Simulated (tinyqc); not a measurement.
A square-lattice strip 3 sites wide, recursive Green functions: one step of the calculation.

The device has N = 3 slices of 3 site(s), nearest-neighbour hopping -t, and site energies U; the leads are semi-infinite continuations with site energy 0. V = <i+1|H|i> = -t 1.

Task. Self-energy of the leads. Transverse modes n = 1..3: chi_n(j) = sqrt(2/4) sin(pi n j/4), energy e_n = -2 t cos(pi n/4). Sigma = t^2 sum_n chi_n chi_n^T g(E - e_n), g(x) = (x - i sqrt(4 t^2 - x^2))/(2 t^2) for |x| < 2 t and (x - sign(x) sqrt(x^2 - 4 t^2))/(2 t^2) otherwise; Gamma = i (Sigma - Sigma^dagger); both leads give the same.

Values chosen for this exercise:
- t = 1.8 eV (hopping (matrix element -t))
- E = 0.57 eV (energy)

Give: Sigma; Gamma; open modes.

Result.

Sigma (eV):
```
	1	2	3
1	0.285-1.490i	0.900+0.213i	0.000+0.287i
2	0.900+0.213i	0.285-1.203i	0.900+0.213i
3	0.000+0.287i	0.900+0.213i	0.285-1.490i
```

Gamma (eV):
```
	1	2	3
1	2.981	-0.426	-0.574
2	-0.426	2.407	-0.426
3	-0.574	-0.426	2.981
```

open modes = 3

Numbers from tinyqc (`OMP_NUM_THREADS=1 python tinyqc.py 2660028 2660029 out.jsonl`; about 0.01 s on one thread of a shared Intel Xeon 2.30GHz).
